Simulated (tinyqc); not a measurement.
Gate sheet resistance from two finger widths.

Inverse problem. At low frequency R = Rsh Wf/(3 L) + B/Wf, where B collects the channel and vertical terms. Find Rsh, B and the width of lowest R.

Parameters, values chosen for the exercise:
```
symbol  value  unit         meaning
L        0.36    um  channel length
```

input resistance of single fingers, contacted at one end, of width 0.77 and 10 um (ohm): [266.71621, 278.25926]

Answer. R Wf is a straight line in Wf^2; the minimum of R lies where both terms are equal.

Rsh = 28.00 ohm/square
B = 190.0 ohm um
width of lowest R = 2.707 um

Numbers from tinyqc (`OMP_NUM_THREADS=1 python tinyqc.py 2262221 2262222 out.jsonl`; about 0.01 s on one thread of a shared Intel Xeon 2.30GHz).
